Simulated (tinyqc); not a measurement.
Worked calculation: shallow acceptor in the spherical model (Baldereschi-Lipari), strong spin-orbit limit. Computed by tinyqc, a small Python program that keeps every step. Command: `OMP_NUM_THREADS=1 python tinyqc.py 3028045 3028046 out.jsonl acceptor walk`. One thread of a shared host (Intel(R) Xeon(R) Processor @ 2.30GHz), about 0.01 s of CPU time with the checks. Intermediate numbers are printed to about 7 digits and carried at full precision; extremes and crossings named in words are read from the listed rows.

The 1S(3/2) state has an s envelope f(r) and a d envelope g(r). In effective units they obey -(f'' + 2f'/r + 2f/r) + mu (g'' + 5g'/r + 3g/r^2) = E f and -(g'' + 2g'/r - 6g/r^2 + 2g/r) + mu (f'' - f'/r) = E g. The cubic term, the split-off band and the central cell are left out.

Inputs (values chosen for the exercise, modelled on InP):

| quantity | value | unit |
|---|---|---|
| Luttinger gamma_1 | 5.01 | - |
| Luttinger gamma_2 | 1.57 | - |
| Luttinger gamma_3 | 2.07 | - |
| dielectric constant eps | 12.7 | - |
| spin-orbit gap Delta_so | 108 | meV |
| functions per channel n | 2 | - |
| smallest exponent zeta_1 | 0.97 | 1/a* |
| ratio beta of exponents | 2.6 | - |

Constants: Ry = 13.605693123 eV; a_0 = 0.529177210903 angstrom.

## Effective units and couplings

Ry* = Ry/(gamma_1 eps^2), a* = a_0 eps gamma_1, mu = (6 gamma_3 + 4 gamma_2)/(5 gamma_1), delta = (gamma_3 - gamma_2)/gamma_1; spherical masses 1/(gamma_1 (1 - mu)) (heavy) and 1/(gamma_1 (1 + mu)) (light).

Ry* = 16.83742 meV

a* = 33.66996 angstrom

mu = 0.7465070

delta = 0.09980040

heavy-hole mass = 0.7874016 m_0

light-hole mass = 0.1142857 m_0

## Matrices in a small basis

zeta_i = zeta_1 beta^(i-1), i = 1..n, in both channels. Basis: f_i = exp(-zeta_i r), g_i = r exp(-zeta_i r), weight r^2 dr, s = zeta_i + zeta_j. S_ff = 2/s^3, H_ff = zeta_i zeta_j S_ff - 2/s^2; S_gg = 24/s^5, H_gg = 8/s^3 + 24 zeta_i zeta_j/s^5 - 12/s^4; H(f_i, g_j) = mu (6 zeta_i^2/s^4 + 2 zeta_i/s^3); S_fg = 0. Each function is normalised by sqrt(S_ii).

H (Ry*):
```
            f1          f2        g1        g2
f1     -0.9991  -0.7516800  1.013810  1.389549
f2  -0.7516800    1.316484  2.400131  6.853358
g1    1.013810    2.400131  1.225433  2.748757
g2    1.389549    6.853358  2.748757  12.31913
```

S:
```
          f1        f2        g1        g2
f1  1.000000  0.718857  0.000000  0.000000
f2  0.718857  1.000000  0.000000  0.000000
g1  0.000000  0.000000  1.000000  0.576861
g2  0.000000  0.000000  0.576861  1.000000
```

## Lowest level in the small basis

H c = E S c with c^T S c = 1 and the largest component positive; the d weight is the part of the norm in g.

E = -2.075411 Ry*

coefficients: f1 0.0749726, f2 0.8153186, g1 -0.2129532, g2 -0.3370403

d weight = 0.2417522

## Converged levels

Large basis: zeta_i = 0.08 x 1.55^(i-1), i = 1..20 in each channel; overlap eigenvalues below 1e-11 are dropped. Binding energies are -E Ry*; the mass that fits is E(1S) eps^2/Ry.

1S(3/2) binding in Ry* = 2.121097

1S(3/2) binding energy = 35.71380 meV

2S(3/2) binding energy = 10.56082 meV

d weight of 1S(3/2) = 0.2564023

Hydrogenic mass that fits = 0.4233727 m_0

The small basis recovers 97.8 % of the binding. The ratio 2S/1S is 0.296 against the hydrogenic 0.25. The fitted mass is 54 % of the heavy-hole mass. Caution: the binding exceeds a fifth of the spin-orbit gap Delta_so, so the split-off band, left out, matters.

## One mass for the acceptor?

Hydrogenic binding Ry m/eps^2; the density-of-states mass is (m_H^(3/2) + m_L^(3/2))^(2/3); errors are against the large basis.

1S binding energy:

| mass | value (m_0) | binding (meV) | error (%) |
|---|---|---|---|
| light hole | 0.1142857 | 9.64062 | -73.00588 |
| 1/gamma_1 | 0.1996008 | 16.83742 | -52.85458 |
| mean of heavy and light | 0.4508436 | 38.03113 | 6.48861 |
| heavy hole | 0.7874016 | 66.42163 | 85.98310 |
| density of states | 0.8161672 | 68.84816 | 92.77749 |

The coupled result, 35.71 meV, lies between the 1/gamma_1 value (no coupling) and the heavy-hole value; the closest single rule here is "mean of heavy and light", off by +6.5 %.

## Binding against mu

The formulas are those given above.

1S(3/2):

| mu | binding (Ry*) | d weight | binding x (1 - mu) |
|---|---|---|---|
| 0.10 | 1.009075 | 0.0042365 | 0.9081674 |
| 0.22 | 1.045675 | 0.0206226 | 0.8156263 |
| 0.45 | 1.227569 | 0.0882971 | 0.6751629 |
| 0.50 | 1.298539 | 0.1097889 | 0.6492697 |
| 0.75 | 2.144998 | 0.2590162 | 0.5362495 |
| 0.80 | 2.580198 | 0.2982800 | 0.5160396 |
| 0.90 | 4.768333 | 0.3881797 | 0.4768333 |
| 0.95 | 9.144654 | 0.4400163 | 0.4572327 |

The binding grows from 1.009 to 9.14 Ry*, slowly at first (second order in mu), while the d weight rises to 0.44. The last column, the binding in units of the heavy-hole Rydberg, falls to 0.457, towards about 0.44 as mu tends to 1.

Checks made by the program: mu = 0 against hydrogen, 1 and 1/4 (relative difference 4e-06); the coupling element from the adjoint operator (relative difference below 1e-10).
